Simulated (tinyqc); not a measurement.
Inside a calculation. Model: floating body of a partially depleted SOI transistor: body voltage and kink.

tinyqc, about 0.2 s, one thread, Intel Xeon 2.30GHz (shared host): `OMP_NUM_THREADS=1 python tinyqc.py 2182068 2182069 out.jsonl` Printed values are rounded.

Source at 0 V. Channel current Ic = 2 nf K Vt^2 [F(0) - F(Vd)](1 + la Vd), F(V) = ln^2(1 + exp((Vg - VT - nf V)/(2 nf Vt))), VT = VT0 - gb Vb. Saturation voltage Vs = 2 Vt sqrt(F(0)) + 3 Vt, excess Ve = (Vd - Vs + sqrt((Vd - Vs)^2 + 0.0004 V^2))/2, multiplication M1 = Ai Ve exp(-Bl/Ve). Each junction passes D(v) = J1 (exp(v/Vt) - 1) + J2 (exp(v/(2 Vt)) - 1). Bipolar current Ib = bb J1 (exp(Vb/Vt) - 1). The body settles where M1 (Ic + Ib) = D(Vb) + D(Vb - Vd) + Vb/Rb; drain current Id = (1 + M1)(Ic + Ib) - D(Vb - Vd).

Parameters, values chosen for the exercise; values of the order met in partially depleted silicon-on-insulator transistors:
- T = 330 K (temperature)
- VT0 = 0.47 V (threshold at zero body voltage)
- gb = 0.33 (fall of the threshold per volt of body voltage)
- nf = 1.19 (slope factor)
- K = 590 uA/(V^2 um) (gain factor per width)
- la = 0.03 1/V (channel-length modulation factor)
- Ai = 3.9 1/V (impact-ionisation prefactor)
- Bl = 7.3 V (impact-ionisation voltage)
- J1 = 3.7e-11 uA/um (diffusion saturation current of each junction)
- J2 = 2.2e-7 uA/um (recombination saturation current of each junction)
- bb = 1 (gain of the lateral bipolar transistor on the diffusion current)
- Rb = 70000 kohm um (resistance of a weak body tie to the source (1e9 stands for no tie, and the term is then dropped))
- Vg = 0.94 V (gate voltage)
- Vd = 2.3 V (drain voltage)

Constants: q = 1.602176634e-19 C, kB = 1.380649e-23 J/K, Vt = kB T/q. Results are converted to the units shown.

Range of the model: The multiplication law is an empirical form chosen for the exercise; self-heating and capacitive coupling to the body are left out, and the linear laws are rough once Vb passes about 0.7 V or M1 about 0.1.

## Starting value

Vb = 0.85 V.

Vb at the start = 0.85 V

## Iteration 1: new Vb

Current into the body I_in = M1 (Ic + Ib) - D(Vb - Vd), current out I_out = D(Vb) + Vb/Rb; f = ln(I_in/I_out), s = df/dVb by central differences over 1e-5 V, Vb(new) = Vb - f/s.

Ic = 149.264 uA/um
Ve = 1.58408 V
M1 = 0.0615824
I_in = 31.0146 uA/um
I_out = 355.056 uA/um
f = -2.43782
s = -11.1084 1/V
Vb after iteration 1 = 0.630544 V

## Iteration 2: new Vb

As before.

Ic = 121.848 uA/um
Ve = 1.64493 V
M1 = 0.0758348
I_in = 9.25227 uA/um
I_out = 0.181095 uA/um
f = 3.93360
s = -31.9996 1/V
Vb after iteration 2 = 0.753470 V

## Iteration 3: new Vb

As before.

Ic = 136.862 uA/um
Ve = 1.61085 V
M1 = 0.0676069
I_in = 10.0568 uA/um
I_out = 12.0271 uA/um
f = -0.178911
s = -32.2487 1/V
Vb after iteration 3 = 0.747922 V

## Course of the iteration

Stop when the step is below 1e-10 V, or after 40 iterations.

Course of the iteration:
```
iteration  Vb before the step (V)  step (V)
1                            0.85    -0.219
2                        0.630544     0.123
3                        0.753470  -5.55e-3
4                        0.747922   3.62e-5
5                        0.747958   1.36e-9
6                        0.747958   < 1e-13
```

Converged in 6 iterations.

## Drain current with floating and with grounded body

converged Vb = 0.747958 V

Id and VT at the converged Vb, Id at Vb = 0, their ratio, and the bipolar share Ib/(Ic + Ib).

VT = 0.223174 V
Id, floating = 155.887 uA/um
Id, grounded = 66.0794 uA/um
ratio = 2.35909
bipolar share = 6.71136 %

The body rises to 0.748 V and lowers the threshold by 247 mV.
